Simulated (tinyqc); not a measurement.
Comparisons within one model: finite square well with mass mismatch (envelope functions). A value that a table varies takes the place of the one given here.

A square well of width L and depth V0, mass mw inside and mb outside, energies from the bottom of the well, c = hbar^2/2m0. k = sqrt(mw E/c), kappa = sqrt(mb (V0 - E)/c). psi and psi'/m are continuous at the walls (BenDaniel-Duke), so level n solves k L + 2 atan[(k/mw)/(kappa/mb)] = n pi.

Non-parabolic bands: mw is replaced by mw (1 + alpha_w E) and mb by mb (1 - alpha_b (V0 - E)), in k, kappa and the matching condition alike.

Constants: hbar^2/2m0 = 3.80998211 eV angstrom^2.

Parameters, chosen for this exercise (near those of the light valleys of a Si film in HfO2; the results hold for these values, not for the real material):

| symbol | value | unit | meaning |
|---|---|---|---|
| V0 | 1.444 | eV | barrier height |
| mw | 0.19 | m0 | mass in the well |
| mb | 0.179 | m0 | mass in the barrier |
| Ls | (8, 11, 16, 22, 31, 43, 60) | angstrom | widths |
| L | 26 | angstrom | well width |
| alpha_w | 0.48 | 1/eV | non-parabolicity in the well |
| alpha_b | 0.16 | 1/eV | non-parabolicity in the barrier |

## Width of the well

Levels against L, beside the infinite well E1(hard) = c (pi/L)^2/mw; Pb is the probability of level 1 in the barriers; a dash marks an unbound level.

Levels:

| L (angstrom) | bound levels | E1 (eV) | E2 (eV) | E1(hard) (eV) | Pb |
|---|---|---|---|---|---|
| 8 | 1 | 0.7561 | - | 3.0924 | 0.301 |
| 11 | 1 | 0.5560 | - | 1.6356 | 0.178 |
| 16 | 2 | 0.3551 | 1.2274 | 0.7731 | 0.085 |
| 22 | 2 | 0.2280 | 0.8584 | 0.4089 | 0.042 |
| 31 | 3 | 0.1345 | 0.5252 | 0.2059 | 0.018 |
| 43 | 4 | 0.0782 | 0.3098 | 0.1070 | 0.008 |
| 60 | 6 | 0.0437 | 0.1742 | 0.0550 | 0.003 |

What can be read from the table?

The infinite well overestimates E1 by a factor 4.09 at 8 angstrom and 1.26 at 60 angstrom. The local exponent d ln E1/d ln L goes from -0.97 (first two rows) to -1.74 (last two), towards the -2 of hard walls, as Pb falls from 0.301 to 0.003. E2 - E1 is largest at 16 angstrom of the widths listed. Non-parabolicity, which grows with the level, already counts at a few tenths of an eV, and levels above about 0.5 eV lie beyond a parabolic band.

## Levels of description

The same well five ways. mb = mw: the barrier takes the mass of the well. psi' continuous: kappa holds mb but the condition drops the masses, k L + 2 atan(k/kappa) = n pi. The last column is measured against BenDaniel-Duke.

Levels (eV):

| model | E1 | E2 | E3 | E1 - E1(BDD) (meV) |
|---|---|---|---|---|
| infinite walls | 0.2928 | 1.1711 | 2.6349 | 115.5 |
| mb = mw | 0.1752 | 0.6765 | 1.3599 | -2.1 |
| BenDaniel-Duke | 0.1773 | 0.6825 | 1.3624 | 0.0 |
| psi' continuous | 0.1730 | 0.6704 | 1.3573 | -4.3 |
| non-parabolic | 0.1764 | 0.5996 | 1.1032 | -0.9 |

How do the results move?

Hard walls put E1 115.5 meV too high. Ignoring the mass step moves it by -2.1 meV and the wrong matching by -4.3 meV: with mb/mw = 0.94, continuity of psi'/m lets the slope outside be 0.94 times the slope inside, which acts like a harder wall. Non-parabolicity shifts E1 by -0.9 meV, the balance of a heavier mass in the well, which lowers it, and a lighter mass deep in the barrier, which hardens the wall. Among the finite wells the largest departure in E1 is that of the model 'psi' continuous'.

## What each parameter does

Parabolic bands. Pb is the probability of level 1 in the barriers, (A^2/kappa)/(A^2/kappa + L/2 + sin(kL)/(2k)) with A = cos(kL/2). Each row changes one parameter from the base and keeps the others.

Results:

| case | E1 (eV) | bound levels | Pb | V0 - E1 (eV) |
|---|---|---|---|---|
| base | 0.1773 | 3 | 0.0283 | 1.2667 |
| L = 23 angstrom | 0.2135 | 2 | 0.0378 | 1.2305 |
| V0 = 1.227 eV | 0.1706 | 3 | 0.0343 | 1.0564 |
| mw = 0.209 m0 | 0.1678 | 3 | 0.0250 | 1.2762 |
| mb = 0.2238 m0 | 0.1692 | 3 | 0.0287 | 1.2748 |

What can be read from the table?

The largest shifts from the base row, up to three for each result and ties (the steps differ in size, so this ranks the rows, not the parameters). E1 (eV): L +0.0362, mw -0.0096, mb -0.0081. bound levels: L -1; unchanged at the printed digits by V0, mw and mb. Pb: L +0.0095, V0 +0.0060, mw -0.0033. V0 - E1 (eV): V0 -0.2102, L -0.0362, mw +0.0096.

(tinyqc, `OMP_NUM_THREADS=1 python tinyqc.py 1281842 1281843 out.jsonl`, Intel(R) Xeon(R) Processor @ 2.30GHz, 1 thread, shared host, about 0.01 s.)
